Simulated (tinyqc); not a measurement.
Finite line against the semi-infinite law: electromigration in a confined line: Blech product, Korhonen stress evolution and Black's law. Computed by tinyqc, a small Python program. Command: `OMP_NUM_THREADS=1 python tinyqc.py 3020509 3020510 out.jsonl emigr walk`. One thread of a shared host (Intel(R) Xeon(R) Processor @ 2.30GHz), about 0.01 s of CPU time with the checks.

The electron wind pushes atoms from the cathode (x = 0) to the anode (x = L); blocking ends build a back stress (tension positive). The input rho is taken not to change with temperature. d sigma/dt = d/dx [kappa (d sigma/dx + G)], with zero flux at both ends and sigma = 0 at t = 0.

Inputs (values chosen for the exercise, close to those used for aluminium lines):

| quantity | value | unit |
|---|---|---|
| resistivity rho | 2.89 | micro-ohm cm |
| atomic volume Omega | 16.6 | angstrom^3 |
| effective charge number Z* | 7.5 | - |
| prefactor D0 | 5.6e-08 | m^2/s |
| activation energy E | 0.698 | eV |
| effective modulus B | 41 | GPa |
| critical stress sigma_c | 380 | MPa |
| current density j | 1.3 | MA/cm^2 |
| line length L | 11 | um |
| test temperature T | 210 | C |

Start: stress-free.

Constants: e = 1.602176634e-19 C; k_B = 8.617333262e-05 eV/K; k_B = 1.380649e-23 J/K.

Method:
- G = Z* e rho j/Omega; D = D0 exp(-E/(k_B T)); kappa = D B Omega/(k_B T); drift velocity of an unconfined line v = D Z* e rho j/(k_B T). SI: 1 micro-ohm cm = 1e-8 ohm m, 1 MA/cm^2 = 1e10 A/m^2.
- Temperatures in kelvin are T(C) + 273.15.
- At steady state sigma(x) = G (L/2 - x). A void forms only if the cathode stress reaches sigma_c, that is if j L exceeds (j L)_c = 2 Omega (sigma_c)/(Z* e rho). Time scale tau = L^2/kappa.
- sigma(x, t) = G L [1/2 - x/L - 4 sum_(m odd) cos(m pi x/L) exp(-m^2 pi^2 s)/(m pi)^2], s = t/tau, summed to m = 399.
- Semi-infinite line: sigma(0, t) = 2 G L sqrt(s/pi). One-term form: keep m = 1 alone.

tau = 0.112322 h

stress gradient G = 27.1960 MPa/um

Cathode stress (MPa):

| s | t (h) | full series | semi-infinite | one term |
|---|---|---|---|---|
| 0.002 | 2.2464e-04 | 15.10 | 15.10 | 30.70 |
| 0.005 | 5.6161e-04 | 23.87 | 23.87 | 34.17 |
| 0.01 | 1.1232e-03 | 33.76 | 33.76 | 39.73 |
| 0.02 | 2.2464e-03 | 47.74 | 47.74 | 50.05 |
| 0.05 | 5.6161e-03 | 75.40 | 75.48 | 75.56 |
| 0.1 | 1.1232e-02 | 104.39 | 106.75 | 104.39 |
| 0.2 | 2.2464e-02 | 132.74 | 150.96 | 132.74 |
| 0.4 | 4.4929e-02 | 147.24 | 213.49 | 147.24 |
| 0.8 | 8.9858e-02 | 149.53 | 301.92 | 149.53 |

What follows from these numbers?

Among these rows the semi-infinite law holds to 1 % up to s = 0.05 and the one-term form from s = 0.05 on: the far end is felt once sqrt(kappa t) is no longer small against L, and by then the terms with m > 1 have nearly died out. The critical stress 380 MPa is not reached in these rows.
